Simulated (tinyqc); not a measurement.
# From net fault energy back to electron density n

Model: polytypes and stacking faults of a tetrahedral semiconductor in an axial Ising model with couplings up to third neighbours. Computed by tinyqc, a small Python program. Command: `OMP_NUM_THREADS=1 python tinyqc.py 3010853 3010854 out.jsonl polytype inv`. One thread of a shared host (Intel(R) Xeon(R) Processor @ 2.30GHz), about 0.03 s of CPU time with the checks.

Each double layer has s = +1 or -1 for the sense of its stacking step; E per pair of atoms = E0 - sum_n J_n <s_i s_(i+n)>, n = 1, 2, 3. Hexagonality h = (1 - <s_i s_(i+1)>)/2.

Inputs (values chosen for the exercise, of the order of those of silicon for J, a, G and the gaps):
```
quantity                                    value      unit
J1                                           10.5  meV/pair
J2                                         -0.775  meV/pair
J3                                          -0.35  meV/pair
basal lattice constant a                     3.84  angstrom
binding energy of the fault level E_b        0.12        eV
in-plane mass m                              0.46        m0
effective density of states N_c at 300 K  2.4e+19    1/cm^3
temperature T                                 400         K
```

Host polytype: 3C.

fault coefficients k_n:
```
               J1  J2  J3
intrinsic       4   4   4
extrinsic       4   8   8
twin boundary   2   4   6
```

Constants: 1 eV/angstrom^2 = 16.02176634 J/m^2; m_0 = 9.1093837015e-31 kg; hbar = 1.054571817e-34 J s; k_B = 1.380649e-23 J/K; k_B = 8.617333262e-05 eV/K.

Method:
- Faults in 3C: the sequences intrinsic (-), extrinsic (--), twin boundary (+ turns to -) are put between perfect repeats; k_n = (layers x C_n of the host) - sum_i s_i s_(i+n). gamma = sum k_n J_n/A, A = (sqrt 3/2) a^2; 1 meV/angstrom^2 = 16.02177 mJ/m^2.
- The fault binds electrons in a two-dimensional band E_b below the conduction edge, g2 = m m0/(pi hbar^2) for one valley. With the Fermi level held by the bulk, eta = ln[n/N_c(T)], N_c(T) = N_c (T/300)^1.5, the grand potential falls by g2 (k_B T)^2 F1(x), x = eta + E_b/(k_B T), F1(x) = integral from 0 to infinity of ln(1 + exp(x - t)) dt; sheet density g2 k_B T ln(1 + e^x). Band bending by the trapped charge is left out, so the gain is an upper bound.
- Net fault energy = gamma of the intrinsic fault less the electronic gain.

Problem. A run gave the result below. Find the electron density n, known to lie between 5.8e+17 and 1.6e+18 1/cm^3.

net fault energy = 46.76162 mJ/m^2

Solution.

Each step takes the trial c = (a f_b - b f_a)/(f_b - f_a), f being the result less the target and a, b, c the logarithms of the listed values; c replaces end b, the old b replaces a if the sign of f changed, and otherwise f_a is halved.

Scan of the range:
```
electron density n (1/cm^3)  net fault energy (mJ/m^2)
5.80e+17                                       46.8818
6.87e+17                                       46.8544
8.13e+17                                       46.8232
9.63e+17                                       46.7876
1.14e+18                                       46.7472
1.35e+18                                       46.7016
1.60e+18                                       46.6500
```

False position (Illinois rule, in the logarithm of the input) inside the bracket:
```
step        end a        end b        trial  net fault energy (mJ/m^2)
1     9.63000e+17  1.14000e+18  1.07345e+18                    46.7622
2     1.14000e+18  1.07345e+18  1.07594e+18                    46.7616
3     1.14000e+18  1.07594e+18  1.07604e+18                    46.7616
4     1.07594e+18  1.07604e+18  1.07599e+18                    46.7616
```

net fault energy falls at every point of a 13-point scan of the range (every second point is shown), so one value fits; it is bracketed by 9.63e17 and 1.14e18. Answer: electron density n = 1.076e18 1/cm^3.
